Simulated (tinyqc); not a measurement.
Growth mode over temperature: epitaxial growth on a vicinal surface: Burton-Cabrera-Frank step flow, step-edge barrier and island nucleation. Computed by tinyqc, a small Python program. Command: `OMP_NUM_THREADS=1 python tinyqc.py 3023135 3023136 out.jsonl stepflow walk`. One thread of a shared host (Intel(R) Xeon(R) Processor @ 2.30GHz), about 0.01 s of CPU time with the checks.

Adatoms land at rate F, hop on a square grid (a simplification for hexagonal faces), desorb, or join steps. Lengths are in units of a and n is the adatom coverage. Steps ascend at x = 0 and descend at x = l.

Inputs (values chosen for the exercise, close to those used for 4H-SiC(0001)):
```
quantity                                    value      unit
site spacing a                               3.08  angstrom
step height h                                2.52  angstrom
diffusion barrier E_d                        1.79        eV
desorption energy E_a                        3.73        eV
adatom formation energy E_f                  1.45        eV
step-edge barrier E_s                        0.18        eV
attempt frequency nu                            5       THz
deposition rate F                             1.6  layers/s
miscut angle                                  0.2   degrees
temperature T                                1430         C
critical nucleus size i                         3         -
binding energy of the critical nucleus E_i   0.91        eV
```

Constants: k_B = 8.617333262e-05 eV/K.

Method:
- D = nu exp(-E_d/(k_B T)) (a^2/s, nu counted per direction); tau = exp(E_a/(k_B T))/nu; x_s = sqrt(D tau); n_eq = exp(-E_f/(k_B T)); terrace width l = h/(a tan(miscut)); Schwoebel length l_s = exp(E_s/(k_B T)) - 1.
- D n'' - n/tau + F = 0 with n(0) = n_eq and -l_s n'(l) = n(l) - n_eq. With u = n - F tau, A = n_eq - F tau, y = l/x_s, s = l_s/x_s: u = A cosh(x/x_s) + B sinh(x/x_s), B = A (1 - cosh y - s sinh y)/(sinh y + s cosh y). Flux into the ascending step J+ = D B/x_s, over the descending one J- = -(D/x_s)(A sinh y + B cosh y); step velocity J+ + J-; growth rate (J+ + J-)/l. For small y: J+ + J- = (F - n_eq/tau) l, J-/J+ = l/(l + 2 l_s).
- Island density on a flat surface without desorption: N = 0.25 (F/D)^(i/(i+2)) exp(E_i/((i+2) k_B T)) per site, with E_i = 0 for i = 1; spacing l_n = N^(-1/2). Step flow needs an effective width l_eff = 2 x(peak) below l_n.
- Temperatures in kelvin are T(C) + 273.15.
- x(peak) solves tanh(x/x_s) = -B/A. Rows where evaporation outweighs deposition are left out.

Scales:
```
T (C)  x_s (a)  l_s (a)  incorporated share  l_n (a)  l_eff/l_n
1230    1787.4   3.0133             0.99850    87.89     2.7008
1280    1404.5   2.8378             0.99755   102.73     2.3089
1330    1120.4   2.6801             0.99608   118.92     1.9933
1380     906.0   2.5379             0.99378   136.45     1.7362
1430     741.9   2.4091             0.99006   155.30     1.5246
1480     614.4   2.2919             0.98373   175.46     1.3488
1530     514.2   2.1849             0.97236   196.89     1.2014
1580     434.5   2.0869             0.95089   219.58     1.0769
1630     370.4   1.9968             0.90917   243.48     0.9708
```

What follows from these numbers?

The ratio falls below 1 between 1580 and 1630 C: islands below, step flow above. Incorporation goes from 99.9 % to 90.9 %.

Extremes, crossings and ranges named in words are read from the listed rows.
